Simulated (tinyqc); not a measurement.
# Worked calculation: double-gate transistor below threshold, two-dimensional Poisson equation on a small mesh

Program tinyqc, `OMP_NUM_THREADS=1 python tinyqc.py 2480112 2480113 out.jsonl`; Intel Xeon 2.30GHz, shared host, one thread, about 0.2 s. Printed values are rounded.

Half of a symmetric double-gate structure: row 0 is the mid-plane of the body, where the normal field vanishes. Mobile charge is neglected (subthreshold), the body is fully depleted, and potentials are counted from the intrinsic level; rows run upward to the gate, columns from source to drain.

Parameters, values chosen for the exercise; semiconductor permittivity close to that of gallium nitride:
- T = 293 K (temperature)
- eps_r = 9.5 (relative permittivity of the semiconductor)
- eox = 7.5 (relative permittivity of the insulator)
- tb = 4 nm (half the body thickness)
- tox = 3.5 nm (insulator thickness)
- L = 24 nm (channel length)
- Na = 0 cm^-3 (acceptor density of the depleted body)
- Vbi = 0.52 V (potential of the source)
- Vfb = -0.01 V (gate offset)
- Vg = 0.05 V (gate voltage)
- Vd = 0.05 V (drain voltage)

Constants: q = 1.602176634e-19 C, kB = 1.380649e-23 J/K, Vt = kB T/q, eps0 = 8.8541878128e-14 F/cm where lengths are in cm. Results are converted to the units shown.

## Coefficients of the five-point equations

Mesh: rows i = 0..2 in the semiconductor (step hs = tb/2, row 2 on the interface), then 2 step(s) ho = tox/2 up to the gate row 4; columns j = 0..6 (step hy = L/6). Box integration, divided by eps0: up_i = eps hy/h of the interval above row i, dn_i = that of the interval below (0 for row 0), lat_i = (sum of eps h/2 over the intervals above and below)/hy, s_i = -q Na w_i hy/eps0 with w_i the semiconductor height of the box (hs/2 for row 0 and the interface row, hs between, 0 in the insulator). Each free node obeys (up + dn + 2 lat) psi = up psi(above) + dn psi(below) + lat [psi(left) + psi(right)] + s.

```
row,up,dn,lat,s (V)
0,19,0,2.375,0
1,19,19,4.75,0
2,17.14286,19,4.015625,0
3,17.14286,17.14286,3.281250,0
```

## Iteration 1: Jacobi sweep

psi at the start (fixed values on the edges, free nodes at the gate value) (V):
```
,j=0,j=1,j=2,j=3,j=4,j=5,j=6
row 0,0.5200000,0.0600000,0.0600000,0.0600000,0.0600000,0.0600000,0.5700000
row 1,0.5200000,0.0600000,0.0600000,0.0600000,0.0600000,0.0600000,0.5700000
row 2,0.5200000,0.0600000,0.0600000,0.0600000,0.0600000,0.0600000,0.5700000
row 3,0.2900000,0.0600000,0.0600000,0.0600000,0.0600000,0.0600000,0.3150000
row 4,0.0600000,0.0600000,0.0600000,0.0600000,0.0600000,0.0600000,0.0600000
```

Free nodes: rows 0..3, columns 1..5, taken row by row from row 0, left to right. t = (up psi(above) + dn psi(below) + lat [psi(left) + psi(right)] + s)/(up + dn + 2 lat), with all neighbours from the previous sweep; psi(new) = t.

psi after iteration 1 (V):
```
,j=0,j=1,j=2,j=3,j=4,j=5,j=6
row 0,0.5200000,0.1060000,0.0600000,0.0600000,0.0600000,0.1110000,0.5700000
row 1,0.5200000,0.1060000,0.0600000,0.0600000,0.0600000,0.1110000,0.5700000
row 2,0.5200000,0.1018161,0.0600000,0.0600000,0.0600000,0.1063613,0.5700000
row 3,0.2900000,0.0784754,0.0600000,0.0600000,0.0600000,0.0804836,0.3150000
row 4,0.0600000,0.0600000,0.0600000,0.0600000,0.0600000,0.0600000,0.0600000
```

## Iteration 2: Jacobi sweep

As before.

psi after iteration 2 (V):
```
,j=0,j=1,j=2,j=3,j=4,j=5,j=6
row 0,0.5200000,0.1428000,0.0646000,0.0600000,0.0651000,0.1518000,0.5700000
row 1,0.5200000,0.1411264,0.0646000,0.0600000,0.0651000,0.1499445,0.5700000
row 2,0.5200000,0.1287713,0.0638013,0.0600000,0.0642145,0.1362464,0.5700000
row 3,0.2900000,0.0960244,0.0614841,0.0600000,0.0616454,0.0999401,0.3150000
row 4,0.0600000,0.0600000,0.0600000,0.0600000,0.0600000,0.0600000,0.0600000
```

## Course of the iteration: Jacobi sweep

Stop when the largest change of psi is below 1e-7 V, or after 400 iterations. Fixed values: gate row Vg - Vfb; column 0 at Vbi and the last column at Vbi + Vd in the semiconductor, each running linearly to Vg - Vfb across the insulator.

Course of the iteration:
```
iteration,"psi at row 0, j = 3 (V)",largest |change| of one entry (V)
1,0.06,0.0510
2,0.06,0.0408
3,0.06097,0.0317
4,0.06329800,0.0238
5,0.06678218,0.0196
6,0.07107461,0.0149
7,0.07616179,0.0127
8,0.08144166,9.90e-3
9,0.08714410,8.61e-3
...,...,...
132,0.1741077,1.93e-7
133,0.1741079,1.85e-7
134,0.1741081,1.62e-7
135,0.1741082,1.56e-7
136,0.1741083,1.36e-7
137,0.1741085,1.31e-7
138,0.1741086,1.15e-7
139,0.1741087,1.10e-7
140,0.1741088,9.62e-8
```

Converged in 140 iterations. At the end each change is about 0.88 times the one before: linear convergence.

## Barrier, swing and barrier lowering

converged psi (V):
```
,j=0,j=1,j=2,j=3,j=4,j=5,j=6
row 0,0.5200000,0.3091874,0.2023440,0.1741099,0.2121945,0.3341064,0.5700000
row 1,0.5200000,0.2961913,0.1925178,0.1658200,0.2017161,0.3198586,0.5700000
row 2,0.5200000,0.2531613,0.1634477,0.1418817,0.1706761,0.2726112,0.5700000
row 3,0.2900000,0.1639792,0.1152651,0.1035535,0.1191407,0.1744612,0.3150000
row 4,0.0600000,0.0600000,0.0600000,0.0600000,0.0600000,0.0600000,0.0600000
```

d psi/dVg on row 0: j=0 0.0000000, j=1 0.4605219, j=2 0.6963521, j=3 0.7647219, j=4 0.6963521, j=5 0.4605219, j=6 0.0000000
d psi/dVd on row 0: j=0 0.000000, j=1 0.020550, j=2 0.053318, j=3 0.117639, j=4 0.250330, j=5 0.518929, j=6 1.000000

The barrier is read along row 0, the path farthest from the gate. Take the node j of lowest psi: barrier Vbi - psi_j; swing Vt ln 10/(d psi_j/dVg); DIBL = (d psi_j/dVd)/(d psi_j/dVg). The derivatives solve the same equations with s = 0 and a unit change of that voltage.

j = 3
barrier = 0.3458901 V
swing = 76.02434 mV/decade
DIBL = 153.8325 mV/V

A mesh of 12, 8 and 80 steps (semiconductor, insulator, channel) gives a barrier of 0.354 V, a swing of 74.5 mV a decade and a DIBL of 133 mV/V; the small mesh puts the barrier 2.2 % below that.
